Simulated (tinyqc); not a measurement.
# Nanowire ballistic transistor, top-of-the-barrier model: effects of single changes

At the top of the source barrier, states moving towards the drain are filled by the source (Fermi level 0) and states moving back by the drain (Fermi level -q Vd); nothing scatters. U is the shift of the band edge there, set by the capacitances CG, CD and CS (the total) and by the charge. Parabolic one-dimensional subbands; the source is grounded.

Values chosen for this exercise; mass and valleys made up: temperature T = 150 K; effective mass m = 0.641 m0; valley degeneracy gv = 4; relative permittivity of the gate insulator eox = 16; insulator thickness tox = 2.6 nm; wire diameter d = 2 nm; offset of a second subband (0: none) dE = 0.08 eV; gate control CG/CS aG = 0.93; drain control CD/CS aD = 0.055; band edge at the barrier top above the source Fermi level at zero bias E0 = 0.21 eV.

Constants: q = 1.602176634e-19 C, kB = 1.380649e-23 J/K, hbar = 1.054571817e-34 J s, h = 6.62607015e-34 J s, m0 = 9.1093837015e-31 kg, Vt = kB T/q, eps0 = 8.8541878128e-14 F/cm where lengths are in cm. Results are converted to the units shown.

Each table varies one quantity; the others keep the values above.

## Effect of the insulator thickness

N0 = gv sqrt(2 m kB T/pi)/hbar, CG = 2 pi eps0 eox/ln(1 + 2 tox/d), CS = CG/aG, n0 = n at U = 0 and Vd = 0. eta1 = -(E0 + U)/Vt, eta2 = eta1 - Vd/Vt, n = (N0/2)[F_(-1/2)(eta1) + F_(-1/2)(eta2)], F_(-1/2)(x) = (1/sqrt(pi)) int_0^infinity u^(-1/2)/(1 + exp(u - x)) du. Each F is summed over the two subbands, F(eta) + F(eta - dE/Vt), which share the mass. U = UL + q (n - n0)/CS with UL = -(aG Vg + aD Vd), energies in eV. I = gv (2 q^2/h) Vt [ln(1 + exp eta1) - ln(1 + exp eta2)], summed over both subbands. CQ = (q/Vt) dn/d(eta1). E0 is held fixed.

In this table Vg = 0.7 V, Vd = 0.7 V.

Effect of the insulator thickness:

| tox (nm) | eta1 | n (cm^-1) | I (uA) | mean velocity I/(q n) (cm/s) | CQ/CS |
|---|---|---|---|---|---|
| 0.5 | 15.44 | 4.125e7 | 98.88 | 1.496e7 | 0.9203 |
| 0.74 | 12.10 | 3.484e7 | 72.20 | 1.293e7 | 1.535 |
| 1.1 | 9.548 | 2.867e7 | 51.84 | 1.129e7 | 2.653 |
| 1.6 | 7.892 | 2.360e7 | 39.11 | 1.034e7 | 4.156 |
| 2.4 | 6.625 | 1.923e7 | 30.29 | 9.833e6 | 5.418 |
| 3.6 | 5.594 | 1.594e7 | 24.18 | 9.469e6 | 5.709 |
| 5.4 | 4.652 | 1.350e7 | 19.46 | 8.998e6 | 5.621 |
| 8 | 3.830 | 1.169e7 | 15.79 | 8.431e6 | 5.968 |

As tox goes from 0.5 to 8 nm, n falls from 4.12e7 to 1.17e7 cm^-1, the mean velocity falls from 1.50e7 to 8.43e6 cm/s and the current falls from 98.9 to 15.8 uA. CQ/CS goes from 0.92 to 6.0. Over the range the current goes as tox^(-0.66) on average. For tox = 0.5 to 0.74 nm the insulator is under 1 nm thick, where gate tunnelling would matter.

## Output curve

Same model as above.

CQ = (q/Vt) dn/d(eta1).

In this table Vg = 0.7 V.

Output curve:

| Vd (V) | eta1 | n (cm^-1) | I (uA) | mean velocity I/(q n) (cm/s) | CQ/CS |
|---|---|---|---|---|---|
| 0.01 | 3.1069 | 1.8720e7 | 2.9995 | 1.0001e6 | 7.1248 |
| 0.025 | 3.6474 | 1.8432e7 | 7.4455 | 2.5212e6 | 7.3167 |
| 0.05 | 4.5516 | 1.7951e7 | 14.597 | 5.0751e6 | 7.6561 |
| 0.1 | 5.8200 | 1.7315e7 | 24.882 | 8.9691e6 | 6.0936 |
| 0.15 | 6.0393 | 1.7311e7 | 26.676 | 9.6181e6 | 5.2829 |
| 0.2 | 6.0785 | 1.7416e7 | 26.921 | 9.6481e6 | 5.2865 |
| 0.3 | 6.1459 | 1.7631e7 | 27.321 | 9.6716e6 | 5.3459 |
| 0.4 | 6.2127 | 1.7848e7 | 27.721 | 9.6943e6 | 5.4023 |
| 0.6 | 6.3445 | 1.8281e7 | 28.524 | 9.7386e6 | 5.5041 |
| 0.8 | 6.4745 | 1.8716e7 | 29.333 | 9.7821e6 | 5.5904 |

What does the comparison show?

The current rises from 3.00 to 29.3 uA; n goes from 1.87e7 through a minimum of 1.73e7 (at Vd = 0.15 V among the rows listed) to 1.87e7 cm^-1 and eta1 rises from 3.11 to 6.47. The resistance in the first row is 3.33 kohm, against h/(2 q^2 gv) = 3.23 kohm for one open subband, though nothing scatters in the channel. The current passes 90 % of its last value at Vd = 0.15 V among the rows, where eta2 = -5.6: the drain no longer fills returning states.

Computed by the program tinyqc: `OMP_NUM_THREADS=1 python tinyqc.py 2400013 2400014 out.jsonl`, one thread of a shared Intel Xeon 2.30GHz, about 0.08 s for the whole run.
